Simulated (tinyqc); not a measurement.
Changing the substrate conductivity kappa: time-domain thermoreflectance: layered heat flow under a modulated pulse train, and what the signal ratio measures. Computed by tinyqc, a small Python program. Command: `OMP_NUM_THREADS=1 python tinyqc.py 3110868 3110869 out.jsonl tdtr sweep`. One thread of a shared host (Intel(R) Xeon(R) Processor @ 2.30GHz), about 0.2 s of CPU time with the checks.

Pulses repeat at 80 MHz; heat is laid down at the surface, all layers are isotropic.

Inputs (values chosen for the exercise, modelled on aluminium on silica):
```
quantity                                value        unit
metal thickness d                          64          nm
metal conductivity                        190     W/(m K)
metal heat capacity                      2.42  MJ/(m^3 K)
boundary conductance G under the metal     71  MW/(m^2 K)
substrate heat capacity C                1.64  MJ/(m^3 K)
modulation frequency f                    9.8         MHz
spot radius w (1/e^2, pump and probe)      14  micrometre
delay t                                   320          ps
```

Stack: metal, substrate.

Method:
- Penetration depth sqrt(kappa/(pi f C)); effusivity sqrt(kappa C); cooling time of the metal d C_m/G; Kapitza length kappa/G.
- For radial wave number k and angular frequency W each layer has u = sqrt(4 pi^2 k^2 + i W C/kappa) and gamma = kappa u. Surface impedance from below: Z = 1/gamma for the substrate; a layer of thickness L maps Z to (Z + tanh(u L)/gamma)/(1 + gamma Z tanh(u L)); a boundary adds 1/G.
- Response per absorbed watt H(W) = 2 pi int_0^(2/w) Z(k, W) exp(-pi^2 k^2 w^2) k dk by 20 Gauss-Legendre points.
- Signal: X + iY = sum_(m = -M..M) H(2 pi (f + m f_r)) exp(i 2 pi m f_r t) exp(-pi (m/M)^2 x 4), f_r = 80 MHz, M = 4000, with H(-W) the complex conjugate of H(W); V_in = X, V_out = Y, ratio = -V_in/V_out.

One run for each value; columns: (1) substrate conductivity kappa (W/(m K)); (2) ratio -V_in/V_out; (3) V_out (K/mW); (4) phase of H(2 pi f) (degrees); (5) depth over spot radius:
```
(1)     (2)       (3)     (4)     (5)
0.5    1.11  -0.09689  -69.27  0.0071
1.3    1.50  -0.07572  -62.76  0.0115
3.3    2.08  -0.05603  -55.72  0.0183
22     4.37  -0.02681  -40.33  0.0471
58     6.48  -0.01798  -32.58  0.0766
150    9.45  -0.01227  -25.69  0.1231
390   13.56  -0.00852  -19.90  0.1985
1000  18.94  -0.00609  -15.39  0.3179
```

Give the missing row, substrate conductivity kappa (W/(m K)) = 8.6.

Computed row; columns: (1) substrate conductivity kappa (W/(m K)); (2) ratio -V_in/V_out; (3) V_out (K/mW); (4) phase of H(2 pi f) (degrees); (5) depth over spot radius:
```
(1)   (2)       (3)     (4)     (5)
8.6  3.00  -0.03916  -48.04  0.0295
```

Interpolating between the two neighbouring rows (the first column on a logarithmic scale, the others too where they are positive) misses most in V_out (K/mW), by 5.4 %. Over the rows, ratio -V_in/V_out rises from 1.11 to 18.9 (exponent d ln y / d ln x 0.31 between the first rows and 0.35 between the last); V_out (K/mW) rises from -0.0969 to -0.00609 (exponent d ln y / d ln x -0.26 between the first rows and -0.36 between the last); phase of H(2 pi f) (degrees) rises from -69.3 to -15.4 (exponent d ln y / d ln x -0.10 between the first rows and -0.27 between the last).
